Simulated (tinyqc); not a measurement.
Model-solid line-up of a strained alloy layer on a substrate, step by step. Values are carried at full precision from step to step, so a last printed digit may differ when a step is redone from the rounded ones.

All values of the alloy are linear in x but the gap, Eg(x) = (1 - x) Eg_A + x Eg_B - C x (1 - x), and the valence edge, Ev(x) = (1 - x) Ev_A + x Ev_B + fv C x (1 - x); Ec = Ev + Eg. Ev is the top of the unstrained valence band on a scale common to all materials. In the layer only the Gamma valley of the conduction band is followed, also where an X or L valley would lie lower.

Inputs chosen for the exercise (A near InSb, B near InAs, substrate near GaSb; the results hold for these values, not for the real material): a = (6.474, 6.066) angstrom (lattice constant of A, B); Eg = (0.238, 0.423) eV (gap at Gamma to the s-like level of A, B); Dso = (0.816, 0.394) eV (spin-orbit splitting of A, B); Ev = (0, -0.58) eV (top of the unstrained valence band of A, B); ac = (-6.98, -5.01) eV (conduction deformation potential of A, B); av = (0.36, 1.01) eV (valence hydrostatic potential of A, B); b = (-1.99, -1.82) eV (tetragonal shear potential of A, B); d = (-4.75, -3.65) eV (trigonal shear potential of A, B); C11 = (68.9, 83.1) GPa (of A, B); C12 = (37.3, 44.9) GPa (of A, B); C44 = (30.8, 39.5) GPa (of A, B); C = 0.719 eV (bowing of the gap); fv = 0.75 (share of the bowing taken by the valence edge); x = 0.76 (fraction of B); a_s = 6.102 angstrom (substrate); face = 001 (growth face); Eg_s = 0.81 eV (lowest gap of the substrate); Ev_s = -0.03 eV (substrate valence edge).

## Values of the alloy

Interpolate.

Alloy at x (a in angstrom, C11, C12, C44 in GPa, all else in eV):

| symbol | value |
|---|---|
| a | 6.1639 |
| Eg | 0.2475 |
| Dso | 0.4953 |
| Ev | -0.3424 |
| ac | -5.4828 |
| av | 0.8540 |
| b | -1.8608 |
| d | -3.9140 |
| C11 | 79.6920 |
| C12 | 43.0760 |
| C44 | 37.4120 |

## Strain on the (001) substrate

Coherent growth on a (001) face: e_par = (a_s - a)/a, e_perp = -2 (C12/C11) e_par; exx = eyy = e_par, ezz = e_perp, no shear.

Use the values of the alloy.

e_par = -0.010046
e_perp = 0.010860

strain tensor in the cubic axes:
```
           x          y         z
x  -0.010046   0.000000  0.000000
y   0.000000  -0.010046  0.000000
z   0.000000   0.000000  0.010860
```

The layer is under compression in the plane; its volume changes by -0.923 %.

## Strained band edges

Strained edges: Ec + ac tr(e); the valence edges are Ev plus the levels of the 6 x 6 matrix of X, Y, Z times spin with -Dso/3 + l exx + m (eyy + ezz) on the diagonal (cyclic), n exy off it, l = av + 2 b, m = av - b, n = sqrt(3) d. Spin-orbit term (Dso/3) L.sigma on X, Y, Z with (L_k)_ij = -i epsilon_kij: <X+|H|Y+> = -i Dso/3, <X+|H|Z-> = Dso/3, <Y+|H|Z-> = -i Dso/3, <Z+|H|X-> = -Dso/3, <Z+|H|Y-> = i Dso/3, <X-|H|Y-> = i Dso/3, and their conjugates; + and - are the spin along z.

Give the hydrostatic shifts, the strain block and the edges.

ac tr(e), av tr(e) (eV): 0.0506  -0.0079

strain block (eV), lower triangle:
```
        X       Y        Z
X  0.0310
Y       0  0.0310
Z       0       0  -0.0857
```

Ec and the three valence edges from the top (eV): -0.0444  -0.3114  -0.3827  -0.8521

strained gap = 0.2671 eV

Strain moves the gap by +20 meV: +58 meV from the volume and -39 meV from the splitting of the valence edge, which always raises the top.

## Offsets against the substrate material

dEc = Ec(substrate) - Ec(layer), dEv = Ev(layer) - Ev(substrate); positive values confine the carrier in the layer. Type I: both of one sign; type II: opposite signs; type III: the gaps do not overlap.

Give also the smallest gap across the interface, min Ec - max Ev.

dEc = 0.8244 eV
dEv = -0.2814 eV

type: III

smallest gap = -0.0144 eV

The conduction edge of one side lies below the valence edge of the other, so electrons transfer across the interface. An offset this small is within the spread of parameter sets, so the type is not settled by this model.

## Critical thickness (Matthews-Blakeslee, single layer)

h = K (ln(h/b) + 1) with K = b (1 - nu/4)/(4 pi |e_par| (1 + nu)) for 60-degree dislocations, b = a/sqrt(2) the Burgers vector (not the shear potential of the table), nu = C12/(C11 + C12). Iterate from h = 10 b until h changes by less than 1e-6 of itself.

b (Burgers vector) = 4.3585 angstrom
nu = 0.3509
K = 23.32 angstrom

first iterates (angstrom): 43.6  77.0  90.3  94.0  94.9  95.2

critical thickness = 9.52 nm

Thicker layers can relax, and the strained edges then no longer apply; metastable growth often exceeds this equilibrium value.

## Checks

- Valence edges against the closed form for (001) strain: they agree to 1e-10 or better.

Computed by tinyqc, a small Python program: `OMP_NUM_THREADS=1 python tinyqc.py 1050108 1050109 out.jsonl` (the numbers bound the seed that draws the inputs); one thread of a shared host (Intel(R) Xeon(R) Processor @ 2.30GHz), about 0.02 s for the whole set of steps.
